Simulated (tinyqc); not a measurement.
Lossy package transmission line with skin effect: line properties against frequency.

A uniform line in a homogeneous dielectric: c = sqrt(er)/(c0 Z0), l = Z0 sqrt(er)/c0 (c0 = 299792458 m/s), g = w c td, w = 2 pi f. The resistance joins its limits as r = sqrt(r_dc^2 + r_hf^2), with r_dc = rho/(wd th), r_hf = kr rho/(2 delta (wd + th)), delta = sqrt(rho/(pi f mu0)), mu0 = 4 pi 1e-7 H/m; this is an interpolation, and internal inductance, up to 0.05 nH/mm at low frequency, is neglected.

gamma = sqrt((r + i w l)(g + i w c)) = alpha + i beta, Zc = sqrt((r + i w l)/(g + i w c)), roots with positive real part; loss 8.685889638 alpha in dB; phase velocity w/beta. ZL = 1/(1/RL + i w CL); reflection (ZL - Zc)/(ZL + Zc); Zin = Zc (ZL + Zc tanh(gamma len))/(Zc + ZL tanh(gamma len)); H = V_load/V_source = [Zin/(Zin + Rg)]/[cosh(gamma len) + (Zc/ZL) sinh(gamma len)].

Inputs (values chosen for the exercise): width of the strip wd = 27 um; thickness of the strip th = 8.4 um; resistivity rho = 2.9 uohm cm; relative permittivity er = 3; loss tangent td = 0.02; lossless impedance sqrt(l/c) Z0 = 50 ohm; factor for crowding and the return path kr = 1.2; length len = 5.6 mm; source resistance Rg = 50 ohm; load resistance RL = 1e5 ohm; load capacitance CL = 0 fF.

Results:
```
f (GHz)  r (ohm/mm)  r/(w l)  loss (dB/mm)  |Zc| (ohm)  phase velocity over c0  length in wavelengths   |H| (dB)
0.01         0.1291    7.115      0.005609       134.0                  0.2879               6.489e-4  -0.004760
0.03         0.1317    2.418      0.008632       80.87                  0.4322               0.001297  -0.005474
0.09         0.1390   0.8507       0.01153       57.28                  0.5388               0.003120  -0.007625
0.3          0.1619   0.2974       0.01487       51.07                  0.5720               0.009797   -0.01528
2            0.2866  0.07895       0.03118       50.07                  0.5771                0.06474   -0.08692
7            0.4966  0.03908       0.06520       50.01                  0.5773                 0.2265    -0.3561
20           0.8211  0.02262        0.1344       50.00                  0.5773                 0.6471    -0.7521
60            1.411  0.01295        0.3117       50.00                  0.5773                  1.941     -1.743
```

Estimate the missing row, f = 0.8 GHz.

Computed row:
```
f (GHz)  r (ohm/mm)  r/(w l)  loss (dB/mm)  |Zc| (ohm)  phase velocity over c0  length in wavelengths  |H| (dB)
0.8          0.2065   0.1422       0.02042       50.25                  0.5763                0.02593  -0.03447
```

With this row back in the table: r equals w l at 0.0756 GHz: below it |Zc| and the delay grow as in an RC line, above it |Zc| tends to Z0 = 50 ohm and the velocity to 1/sqrt(er) = 0.577 c0. The loss goes as f^(0.39) between the first two rows and f^(0.77) between the last two. |H| is -0.00476 dB in the first row and -1.74 dB in the last; between rows it can pass through resonances that the table doesn't show.

Program tinyqc, `OMP_NUM_THREADS=1 python tinyqc.py 2810231 2810232 out.jsonl`; Intel Xeon 2.30GHz, shared host, one thread, about 0.01 s.
